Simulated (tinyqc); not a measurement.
Worked calculation: Luttinger-Kohn k.p, four valence bands. Computed by tinyqc, a small Python program that keeps every step. Settings: g1 = 5.98, g2 = 0.65, g3 = 1.32. Command: `OMP_NUM_THREADS=1 python tinyqc.py 23171 23172 out.jsonl` (the two numbers bound the seeds that draw the settings). One thread of a shared host (Intel(R) Xeon(R) Processor @ 2.60GHz), about 0.01 s of CPU time with the checks.

## Bloch Hamiltonian at k

Luttinger parameters chosen for this model; energies are counted downward from the top of the valence band:
```
parameter     value  unit
g1         5.980000
g2         0.650000
g3         1.320000
```

k point k (1/angstrom): -0.0330  0.0380  0.0320

P = c g1 k^2, Q = c g2 (kx^2 + ky^2 - 2 kz^2), R = c sqrt3 [-g2 (kx^2 - ky^2) + 2i g3 kx ky], S = 2 c sqrt3 g3 (kx - i ky) kz, c = hbar^2/2m = 3.809982 eV angstrom^2; rows [P+Q, -S, R, 0], [-S*, P-Q, 0, R], [R*, 0, P-Q, S], [0, R*, S*, P+Q]. The path ends lie at |k| = 0.04 1/angstrom.

H(k) at k (eV), lower triangle (Hermitian):
```
                 3/2             1/2             -1/2    -3/2
3/2           0.0822
1/2   0.0184-0.0212i          0.0798
-1/2  0.0015+0.0218i          0.0000           0.0798
-3/2          0.0000  0.0015+0.0218i  -0.0184+0.0212i  0.0822
```

## Levels at k

Diagonalise the Hermitian matrix.

eigenvalues (eV): 0.0454  0.0454  0.1167  0.1167

## Bands along a path

The same steps at evenly spaced points between the labelled ones.

Bands along the path (eV):
```
k             band 1  band 2  band 3  band 4
[111]         0.0204  0.0204  0.0525  0.0525
[111]-G 0.25  0.0115  0.0115  0.0296  0.0296
[111]-G 0.50  0.0051  0.0051  0.0131  0.0131
[111]-G 0.75  0.0013  0.0013  0.0033  0.0033
G             0.0000  0.0000  0.0000  0.0000
G-[100] 0.25  0.0018  0.0018  0.0028  0.0028
G-[100] 0.50  0.0071  0.0071  0.0111  0.0111
G-[100] 0.75  0.0160  0.0160  0.0250  0.0250
[100]         0.0285  0.0285  0.0444  0.0444
```

## Hole masses

E = c [g1 k^2 -/+ 2 sqrt(g2^2 k^4 + 3 (g3^2 - g2^2)(kx^2 ky^2 + ky^2 kz^2 + kz^2 kx^2))] with c = hbar^2/2m, and m* = hbar^2 k^2 / (2 E).

Masses (electron masses):
```
direction   heavy   light
[100]      0.2137  0.1374
[110]      0.2775  0.1197
[111]      0.2994  0.1160
```
